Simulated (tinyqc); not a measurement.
Ballistic transport through the one-dimensional subbands of a rectangular nanowire or nanosheet channel: one step, computed by the program tinyqc.

Hard walls, parabolic subbands, transport along x. Energies are counted from the bulk conduction band edge at the top of the barrier, which the gate pulls down by U; the source Fermi level lies at the bulk edge when U = 0.

Question. Conductance, capacitance and scattering. Linear conductance G = (2 e^2/h) sum_i g f(eta_i), g = 2, f = 1/(1 + exp(-eta_i)), with the barrier frozen at the eta_i above; current per perimeter I/(2(a + b)); with scattering, transmission lambda/(lambda + L) and low-bias resistance (1 + L/lambda)/G.

Inputs (values chosen for the exercise, modelled on silicon): height a = 3.4 nm; width b = 5.7 nm; temperature T = 150 K; mean free path for back-scattering lambda = 6.2 nm; channel length L = 110 nm.

Valleys: silicon [100] wire.

Occupation:
```
subband      eta_i    n_i (1/nm)  I_i (microampere)
1          2.46184  4.272806e-01       1.373790e+00
2         -4.30066  2.815994e-03       1.448687e-02
3         -5.78004  6.453509e-04       3.324991e-03
4         -7.23314  1.511208e-04       7.788728e-04
5         -8.03571  1.487455e-04       3.491725e-04
6        -11.67578  1.778655e-06       9.168081e-06
7        -12.12060  1.140012e-06       5.876197e-06
8        -18.96305  1.216954e-09       6.272800e-09
9        -19.51651  6.996932e-10       3.606575e-09
10       -19.91767  4.684780e-10       2.414774e-09
```

ballistic current I = 1.392745 microampere

Constants: e = 1.602176634e-19 C; h = 6.62607015e-34 J s.

Give: open modes sum g f; ballistic conductance; current per perimeter; transmission; low-bias resistance with scattering.

Answer.

open modes sum g f = 1.878

ballistic conductance = 145.5 microsiemens

current per perimeter = 76.52 microampere/micrometre

transmission = 0.05336

low-bias resistance with scattering = 128.8 kiloohm

Even without scattering the wire has h/(2 e^2 M) = 6.87 kiloohm, which sits in the contacts.
